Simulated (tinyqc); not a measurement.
Fermi-level pinning from two metals.

Inverse problem. Cowley-Sze model with the space charge neglected: phiB = S (phiM - chi) + (1 - S)(Eg - phi0), S = 1/(1 + q Dit dl/(eps0 ei)), dl in cm. Find S, phi0 and Dit.

Values chosen for this exercise; band and dielectric values close to those of gallium phosphide: band gap Eg = 2.26 eV; electron affinity chi = 3.8 eV; thickness of the interfacial layer dl = 0.4 nm; relative permittivity of the interfacial layer ei = 1.

Constants: q = 1.602176634e-19 C, eps0 = 8.8541878128e-14 F/cm where lengths are in cm. Results are converted to the units shown.

barriers for metals with phiM = 4.04 and 4.82 eV (eV): [0.89010155, 0.94570268]

Answer. S is the slope of phiB against phiM; either barrier then gives phi0, and S gives Dit.

S = 0.07128
phi0 = 1.320 eV
Dit = 1.800e14 cm^-2 eV^-1

Program tinyqc, `OMP_NUM_THREADS=1 python tinyqc.py 2020017 2020018 out.jsonl`; Intel Xeon 2.30GHz, shared host, one thread, about 0.09 s.
